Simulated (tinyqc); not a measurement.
Pariser-Parr-Pople SCF with singles CI, for the molecule c1ccc2cccc-2cc1 (SMILES; centres numbered as the heavy atoms are written), step by step. One step of it, computed by the program tinyqc.

Question. Iteration 2: orbitals and new P. Diagonalise F (the basis is taken as orthonormal) and form P = 2 sum c c over the lowest orbitals; 0.5 of the old P is kept.

F (eV), lower triangle:
```
            1C         2C         3C         4C         5C         6C         7C         8C
1C   -6.218932
2C   -4.814826  -6.642991
3C   -0.300232  -4.880954  -5.660983
4C    0.475255   0.003899  -4.634255  -5.363696
5C   -0.040743   0.409430  -0.053212  -4.662580  -5.035950
6C   -0.238970  -0.013588   0.415809   0.141055  -4.869266  -4.287167
7C   -0.040743  -0.290294   0.171947   0.668998   0.448013  -4.869266  -5.035950
8C    0.475255   0.097133  -0.474737  -3.764499   0.668998   0.141055  -4.662580  -5.363696
9C   -0.300232   0.519730   0.314714  -0.474737   0.171947   0.415809  -0.053212  -4.634255
10C  -4.814826   0.009904   0.519730   0.097133  -0.290294  -0.013588   0.409430   0.003899

            9C        10C
9C   -5.660983
10C  -4.880954  -6.642991
```

pi electrons, sum of z_r less the charge = 10

P after iteration 1, lower triangle:
```
            1C         2C         3C         4C         5C         6C         7C         8C
1C    0.890698
2C    0.641883   1.019131
3C    0.118217   0.659570   0.860035
4C   -0.224532  -0.001536   0.594295   1.021590
5C    0.026723  -0.227906   0.020579   0.601622   1.148207
6C    0.178532   0.009351  -0.221459  -0.051102   0.656515   1.011376
7C    0.026723   0.188154  -0.092130  -0.242397  -0.162367   0.656515   1.148207
8C   -0.224532  -0.045891   0.186957   0.363919  -0.242397  -0.051102   0.601622   1.021590
9C    0.118217  -0.245526  -0.148690   0.186957  -0.092130  -0.221459   0.020579   0.594295
10C   0.641883  -0.003899  -0.245526  -0.045891   0.188154   0.009351  -0.227906  -0.001536

           9C       10C
9C   0.860035
10C  0.659570  1.019131
```

Give: orbital energies; P after iteration 2.

Answer.

orbital energies (eV): -15.4500  -13.5751  -12.8415  -10.1483  -9.1347  -2.2618  -1.3755  1.8532  3.3805  3.6400

P after iteration 2, lower triangle:
```
          1C       2C       3C       4C       5C       6C       7C       8C
1C    0.8982
2C    0.6434   1.0367
3C    0.1061   0.6576   0.8623
4C   -0.2284  -0.0085   0.5985   1.0201
5C    0.0304  -0.2270   0.0250   0.6048   1.1349
6C    0.1777   0.0063  -0.2224  -0.0401   0.6574   0.9940
7C    0.0304   0.1884  -0.1021  -0.2501  -0.1411   0.6574   1.1349
8C   -0.2284  -0.0352   0.1956   0.3423  -0.2501  -0.0401   0.6048   1.0201
9C    0.1061  -0.2478  -0.1292   0.1956  -0.1021  -0.2224   0.0250   0.5985
10C   0.6434  -0.0182  -0.2478  -0.0352   0.1884   0.0063  -0.2270  -0.0085

         9C     10C
9C   0.8623
10C  0.6576  1.0367
```
